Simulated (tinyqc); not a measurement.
# Contact resistivity and sheet resistance from two contact lengths

Inverse problem. Rc = [sqrt(rc Rsh)/Wc] coth(Lc/(2 LT)), LT = sqrt(rc/Rsh), Wc = 40 nm; the second contact is twice as long as the first. Find LT, rc and Rsh.

Rc for Lc = 22 and 44 nm (ohm): 517.597850  284.478450

Solution. With t = tanh(Lc/(2 LT)) for the shorter contact, the resistance of the longer over that of the shorter is (1 + t^2)/2. Then sqrt(rc Rsh) = Rc t Wc, and rc and Rsh follow by multiplying and dividing by LT.

LT = 33.7 nm
rc = 2.20e-9 ohm cm^2
Rsh = 193 ohm

Computed by the program tinyqc: `OMP_NUM_THREADS=1 python tinyqc.py 2170115 2170116 out.jsonl`, one thread of a shared Intel Xeon 2.30GHz, about 0.09 s for the whole run.
